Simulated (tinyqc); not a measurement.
Valley splitting in a one-orbital chain of atomic planes (second-neighbour model), step by step. Values are carried at full precision from step to step, so a last printed digit may differ when a step is redone from the rounded ones.

Each (001) plane carries one orbital with energy e0, hopping v to the next plane and u to the second: E(phi) = e0 + 2 v cos(phi) + 2 u cos(2 phi), where phi = pi - k a/4 (the sign of every second orbital is chosen so that v > 0, which shifts the phase by pi). The minimum lies at cos(phi0) = -v/(4u), phi0 = pi - (pi/2) k0 for a valley at k0 (2 pi/a), and e0 puts it at zero. A slab of N planes has hard walls: the matrix simply ends.

Constants: hbar^2/2m0 = 3.80998211 eV angstrom^2.

Values chosen for the exercise (near those of the Delta valleys of silicon; abrupt walls in this chain split the valleys several times more than measured wells; not measured data): a = 5.433 angstrom (lattice constant; planes lie a/4 apart); k0 = 0.807 2 pi/a (position of the valley); ml = 0.896 m0 (longitudinal mass); N = 10 (planes in the small slab).

## Hoppings from the valley position and mass

The curvature at the minimum is d2E/dphi2 = 8 u sin^2(phi0) = (2c/ml)/(a/4)^2 with c = hbar^2/2m0; v = -4 u cos(phi0); e0 = 2u + v^2/(4u).

phi0 = 1.87396 rad
u = 0.63261 eV
v = 0.75544 eV
e0 = 1.49076 eV

## The bulk band

E at phi = j pi/10.

Band:
```
phi/pi  E (eV)
0.0     4.2669
0.1     3.9513
0.2     3.1041
0.3     1.9879
0.4     0.9341
0.5     0.2255
0.6     0.0003
0.7     0.2117
0.8     0.6594
0.9     1.0774
1.0     1.2451
```

## Hamiltonian of the slab

e0 on the diagonal, v and u on the first and second off-diagonals.

H (eV):
```
[[1.4908, 0.7554, 0.6326, 0, 0, 0, 0, 0, 0, 0],
 [0.7554, 1.4908, 0.7554, 0.6326, 0, 0, 0, 0, 0, 0],
 [0.6326, 0.7554, 1.4908, 0.7554, 0.6326, 0, 0, 0, 0, 0],
 [0, 0.6326, 0.7554, 1.4908, 0.7554, 0.6326, 0, 0, 0, 0],
 [0, 0, 0.6326, 0.7554, 1.4908, 0.7554, 0.6326, 0, 0, 0],
 [0, 0, 0, 0.6326, 0.7554, 1.4908, 0.7554, 0.6326, 0, 0],
 [0, 0, 0, 0, 0.6326, 0.7554, 1.4908, 0.7554, 0.6326, 0],
 [0, 0, 0, 0, 0, 0.6326, 0.7554, 1.4908, 0.7554, 0.6326],
 [0, 0, 0, 0, 0, 0, 0.6326, 0.7554, 1.4908, 0.7554],
 [0, 0, 0, 0, 0, 0, 0, 0.6326, 0.7554, 1.4908]]
```

## Levels and the valley doublet

Diagonalise H. The two lowest levels are the doublet made from the valleys at +k0 and -k0; give their splitting, the weights of the lowest state, and its parity under reversal of the planes.

levels (eV): [0.1394, 0.1701, 0.4922, 0.6467, 0.9269, 1.1159, 1.5476, 2.4684, 3.3726, 4.0279]

splitting = 30.73 meV

weights on the planes: [0.041, 0.104, 0.002, 0.253, 0.101, 0.101, 0.253, 0.002, 0.104, 0.041]

parity of the lowest state: even

The mean of the doublet lies 0.1547 eV above the bulk minimum, and level 3 lies 0.3374 eV above that mean; the weights oscillate from plane to plane because the two valleys interfere.

## Checks

- Mean of the doublet for 400 planes against the effective-mass level with W = 402 a/4 (meV): both 0.1408.

Computed by tinyqc, a small Python program: `OMP_NUM_THREADS=1 python tinyqc.py 1481364 1481365 out.jsonl` (the numbers bound the seed that draws the inputs); one thread of a shared host (Intel(R) Xeon(R) Processor @ 2.30GHz), about 0.02 s for the whole set of steps.
